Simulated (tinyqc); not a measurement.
From results back to parameters: band offset of a heterojunction with an interface dipole (two-band chains, self-consistent charge). Two cases, with inputs chosen for the exercise.

Problem. D0 is the offset of the mid-gaps without dipole, chi the charge moved per eV of offset and u the potential step per electron moved. In linear response the valence offset is S D0 - (G2 - G1)/2 with S = 1/(1 + u chi/2). Two interfaces between the same crystals differ in D0 by a known amount, as from a layer of fixed dipoles; their offsets come from hidden S and D0.

Case 1.

Values chosen (out of a larger set: gaps near those of Si and HfO2; the chains and D0 are free models, so the offsets are not those of the real pair; not measured data): G1 = 1.17 eV (gap on the left); G2 = 5.6 eV (gap on the right).

chi = 0.14644 1/eV

valence offsets (eV): first -2.51560, second -1.86096

D0(second) - D0(first) = 0.98 eV

Case 2.

Values chosen (out of a larger set: gaps near those of InGaAs and InP; the chains and D0 are free models, so the offsets are not those of the real pair; not measured data): G1 = 0.77 eV (gap on the left); G2 = 1.33 eV (gap on the right).

chi = 0.51061 1/eV

valence offsets (eV): first -0.59086, second -0.11515

D0(second) - D0(first) = 1.01 eV

Find: S; D0 of the first; u.

Solution. S is the change of the offset over the change of D0; then D0 = (offset + (G2 - G1)/2)/S and u = 2 (1/S - 1)/chi.

Case 1.

S = 0.668
D0 of the first = -0.45 eV
u = 6.8 eV

Case 2.

S = 0.471
D0 of the first = -0.66 eV
u = 4.4 eV

Computed by tinyqc, one run a case: `OMP_NUM_THREADS=1 python tinyqc.py N N+1 out.jsonl` with N = 1482412, 1482448; one thread of a shared Intel(R) Xeon(R) Processor @ 2.30GHz, about 0.5 s a run at most.
